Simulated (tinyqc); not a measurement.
Abrupt p-n junction, non-linear Poisson equation by Newton steps: two steps of the calculation.

One dimension, p side on the left, n side on the right; net doping C = -Na for x < 0 and +Nd for x > 0. The potential psi is counted from the intrinsic level, and the quasi-Fermi potentials are flat: 0 for holes and -V for electrons, so n = ni exp((psi + V)/Vt) and p = ni exp(-psi/Vt) (Boltzmann statistics, full ionisation, no current).

Inputs (values chosen for the exercise):
```
symbol,value,unit,meaning
T,300,K,temperature
V,0,V,bias of the p side against the n side
```

Constants: q = 1.602176634e-19 C, kB = 1.380649e-23 J/K, Vt = kB T/q. Results are converted to the units shown.

Question 1. Densities, residual and Jacobian diagonal. n_i = ni exp((psi_i + V)/Vt), p_i = ni exp(-psi_i/Vt), rho_i = p_i - n_i + C_i, g_i = (n_i + p_i)/Vt. Box widths w_i = (h_(i-1) + h_i)/2 in cm. Residual F_i = a_i (psi_(i+1) - psi_i) - a_(i-1) (psi_i - psi_(i-1)) + q rho_i w_i; Jacobian: a_(i-1) and a_i beside the diagonal, b_i = -a_(i-1) - a_i - q g_i w_i on it. The two end nodes are fixed.

| node | x (nm) | psi after iteration 1 (V) | net doping C (cm^-3) |
|---|---|---|---|
| 0 | -737 | -0.35259524 | -6e15 |
| 1 | -509 | -0.35253959 | -6e15 |
| 2 | -324 | -0.35173137 | -6e15 |
| 3 | -173 | -0.34320548 | -6e15 |
| 4 | -50 | -0.27946516 | -6e15 |
| 5 | 50 | 0.23870515 | 4e15 |
| 6 | 172 | 0.32390248 | 4e15 |
| 7 | 322 | 0.33975407 | 4e15 |
| 8 | 505 | 0.34189215 | 4e15 |
| 9 | 729 | 0.34209851 | 4e15 |
| 10 | 1000 | 0.34211315 | 4e15 |

| interval | coupling a_i (F/cm^2) |
|---|---|
| 0 | 4.5435964e-8 |
| 1 | 5.5996755e-8 |
| 2 | 6.8605296e-8 |
| 3 | 8.4222762e-8 |
| 4 | 1.0359400e-7 |
| 5 | 8.4913113e-8 |
| 6 | 6.9062665e-8 |
| 7 | 5.6608742e-8 |
| 8 | 4.6247320e-8 |
| 9 | 3.8226567e-8 |

ni = 7.1583343e9 cm^-3

Find: n; p; residual F; diagonal b.

Answer 1.

| node | n (cm^-3) | p (cm^-3) |
|---|---|---|
| 0 | 8540 | 6.000e15 |
| 1 | 8559 | 5.987e15 |
| 2 | 8830 | 5.803e15 |
| 3 | 1.228e4 | 4.173e15 |
| 4 | 1.445e5 | 3.545e14 |
| 5 | 7.326e13 | 6.994e5 |
| 6 | 1.978e15 | 2.591e4 |
| 7 | 3.651e15 | 1.403e4 |
| 8 | 3.966e15 | 1.292e4 |
| 9 | 3.998e15 | 1.282e4 |
| 10 | 4.000e15 | 1.281e4 |

| node | residual F (1e-8 C/cm^2) | diagonal b (F/cm^2) |
|---|---|---|
| 1 | 0.000 | -8.677e-7 |
| 2 | 0.001 | -7.288e-7 |
| 3 | 0.077 | -5.071e-7 |
| 4 | 3.823 | -2.123e-7 |
| 5 | -3.946 | -1.935e-7 |
| 6 | -0.173 | -3.207e-7 |
| 7 | -0.004 | -5.024e-7 |
| 8 | 0.000 | -6.030e-7 |
| 9 | 0.000 | -6.977e-7 |

Question 2. Newton step. Solve the tridiagonal system a_(i-1) d_(i-1) + b_i d_i + a_i d_(i+1) = -F_i for nodes 1 to 9, with d = 0 on fixed nodes. If the largest |d| exceeds 4 Vt, the whole step is scaled down so that it equals 4 Vt.

| interval | coupling a_i (F/cm^2) |
|---|---|
| 0 | 4.5435964e-8 |
| 1 | 5.5996755e-8 |
| 2 | 6.8605296e-8 |
| 3 | 8.4222762e-8 |
| 4 | 1.0359400e-7 |
| 5 | 8.4913113e-8 |
| 6 | 6.9062665e-8 |
| 7 | 5.6608742e-8 |
| 8 | 4.6247320e-8 |
| 9 | 3.8226567e-8 |

| node | diagonal b (F/cm^2) | residual F (C/cm^2) |
|---|---|---|
| 1 | -8.6765140e-7 | 4.5954559e-14 |
| 2 | -7.2877944e-7 | 8.9170573e-12 |
| 3 | -5.0710840e-7 | 7.7242751e-10 |
| 4 | -2.1231366e-7 | 3.8225681e-8 |
| 5 | -1.9354700e-7 | -3.9461592e-8 |
| 6 | -3.2065798e-7 | -1.7328439e-9 |
| 7 | -5.0242693e-7 | -4.3106489e-11 |
| 8 | -6.0303797e-7 | -4.7519733e-13 |
| 9 | -6.9767857e-7 | -2.5437081e-15 |

| node | psi after iteration 1 (V) |
|---|---|
| 0 | -0.35259524 |
| 1 | -0.35253959 |
| 2 | -0.35173137 |
| 3 | -0.34320548 |
| 4 | -0.27946516 |
| 5 | 0.23870515 |
| 6 | 0.32390248 |
| 7 | 0.33975407 |
| 8 | 0.34189215 |
| 9 | 0.34209851 |
| 10 | 0.34211315 |

Wanted: Newton step d, before damping; psi after iteration 2.

Answer 2.

| node | Newton step d, before damping (V) |
|---|---|
| 1 | 0.00012 |
| 2 | 0.00182 |
| 3 | 0.01906 |
| 4 | 0.10412 |
| 5 | -0.17110 |
| 6 | -0.05230 |
| 7 | -0.00735 |
| 8 | -0.00069 |
| 9 | -0.00005 |

| node | psi after iteration 2 (V) |
|---|---|
| 0 | -0.35260 |
| 1 | -0.35247 |
| 2 | -0.35063 |
| 3 | -0.33169 |
| 4 | -0.21654 |
| 5 | 0.13530 |
| 6 | 0.29230 |
| 7 | 0.33531 |
| 8 | 0.34147 |
| 9 | 0.34207 |
| 10 | 0.34211 |

tinyqc, about 0.01 s, one thread, Intel Xeon 2.30GHz (shared host): `OMP_NUM_THREADS=1 python tinyqc.py 2000076 2000077 out.jsonl`
